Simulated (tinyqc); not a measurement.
# Short-channel transistor, virtual-source model with series resistance: effects of single changes

The current per gate width is the charge at the top of the source barrier (the virtual source) times its velocity times a saturation function; al and be are fitting constants of the model. Units: I in uA/um, Rs in ohm um, so I Rs = 1e-6 I Rs in volts; Q in uC/cm^2, so I = 1e-4 Q vx0 Fsat with vx0 in cm/s.

Parameters, values chosen for the exercise:
- T = 293 K (temperature)
- Cinv = 1.39 uF/cm^2 (inversion capacitance)
- vx0 = 1.81e7 cm/s (velocity at the virtual source)
- mu = 270 cm^2/(V s) (apparent mobility)
- L = 25 nm (channel length)
- VT0 = 0.41 V (threshold at zero drain voltage)
- dl = 0.191 V/V (drain-induced barrier lowering)
- n0 = 1.53 (subthreshold factor)
- nd = 0 1/V (growth of n with drain voltage)
- al = 3.5 (threshold shift (in units of Vt) from weak to strong inversion)
- be = 2 (sharpness of saturation)
- Rs = 120 ohm um (series resistance of each contact)

Constants: q = 1.602176634e-19 C, kB = 1.380649e-23 J/K, Vt = kB T/q. Results are converted to the units shown.

Each table varies one quantity; the others keep the values above.

## Output curve

Intrinsic voltages Vg' = Vgs - I Rs, Vd' = Vds - 2 I Rs. n = n0 + nd Vd', VT = VT0 - dl Vd', Ff = 1/(1 + exp((Vg' - VT + al Vt/2)/(al Vt))), Q = Cinv n Vt ln(1 + exp((Vg' - VT + al Vt Ff)/(n Vt))), Vdsat = (vx0 L/mu)(1 - Ff) + Vt Ff, Fsat = u/(1 + u^be)^(1/be) with u = Vd'/Vdsat, and I = Q vx0 Fsat per width. I is solved self-consistently. gds = dI/dVds, gm = dI/dVgs.

In this table Vgs = 0.75 V.

Output curve:

| Vds (V) | I (uA/um) | Fsat | gds (uS/um) | gain gm/gds |
|---|---|---|---|---|
| 0.08 | 179.3 | 0.2180 | 2150 | 0.1093 |
| 0.16 | 340.3 | 0.4285 | 1852 | 0.2712 |
| 0.25 | 487.3 | 0.6278 | 1407 | 0.5978 |
| 0.33 | 584.4 | 0.7547 | 1033 | 1.087 |
| 0.42 | 663.0 | 0.8451 | 738.6 | 1.837 |
| 0.5 | 715.4 | 0.8932 | 584.4 | 2.549 |
| 0.58 | 758.2 | 0.9234 | 494.8 | 3.179 |
| 0.67 | 799.9 | 0.9449 | 437.2 | 3.733 |
| 0.75 | 833.6 | 0.9574 | 407.0 | 4.093 |

What does the comparison show, and why?

The current rises from 179 to 834 uA/um as Fsat rises from 0.218 to 0.957; gds falls from 2150 to 407 uS/um. The gain ends at 4.09, against 1/dl = 5.24 for a current that depends on Vds through barrier lowering alone; it falls short because Fsat is still growing.

## Effect of the velocity at the virtual source on the on and off currents

Same model as above.

Ion is I at Vgs = Vds = 0.75 V, Ioff at Vgs = 0, Vds = 0.75 V, and Rlin = Vds/I at Vgs = 0.75 V, Vds = 0.05 V.

Result of one run:

| vx0 (cm/s) | Ion (uA/um) | Ioff (nA/um) | log10(Ion/Ioff) | Rlin (ohm um) |
|---|---|---|---|---|
| 1e7 | 541.8 | 444.2 | 3.086 | 444.6 |

What becomes of these results when the velocity at the virtual source vx0 is changed from 1e7 to 2.8e7 cm/s, all else the same?

Result of the changed run:

| vx0 (cm/s) | Ion (uA/um) | Ioff (nA/um) | log10(Ion/Ioff) | Rlin (ohm um) |
|---|---|---|---|---|
| 2.8e7 | 1066 | 1239 | 2.935 | 438.9 |

The whole series:

| vx0 (cm/s) | Ion (uA/um) | Ioff (nA/um) | log10(Ion/Ioff) | Rlin (ohm um) |
|---|---|---|---|---|
| 5e6 | 300.8 | 222.3 | 3.131 | 464.6 |
| 7.1e6 | 408.5 | 315.6 | 3.112 | 451.1 |
| 1e7 | 541.8 | 444.2 | 3.086 | 444.6 |
| 1.4e7 | 699.4 | 621.3 | 3.051 | 441.5 |
| 2e7 | 887.4 | 886.4 | 3.000 | 439.7 |
| 2.8e7 | 1066 | 1239 | 2.935 | 438.9 |
| 4e7 | 1227 | 1765 | 2.842 | 438.4 |

As vx0 goes from 5e6 to 4e7 cm/s, Ion rises from 301 to 1230 uA/um, Ioff rises from 222 to 1760 nA/um and Rlin falls from 465 to 438 ohm um. Ion changes by a factor of 4.08 and Ioff by 7.94. For vx0 = 2.8e7 to 4e7 cm/s the off current passes 1 uA/um, so the device is hardly off at Vgs = 0.

Program tinyqc, `OMP_NUM_THREADS=1 python tinyqc.py 2380039 2380040 out.jsonl`; Intel Xeon 2.30GHz, shared host, one thread, about 0.01 s.
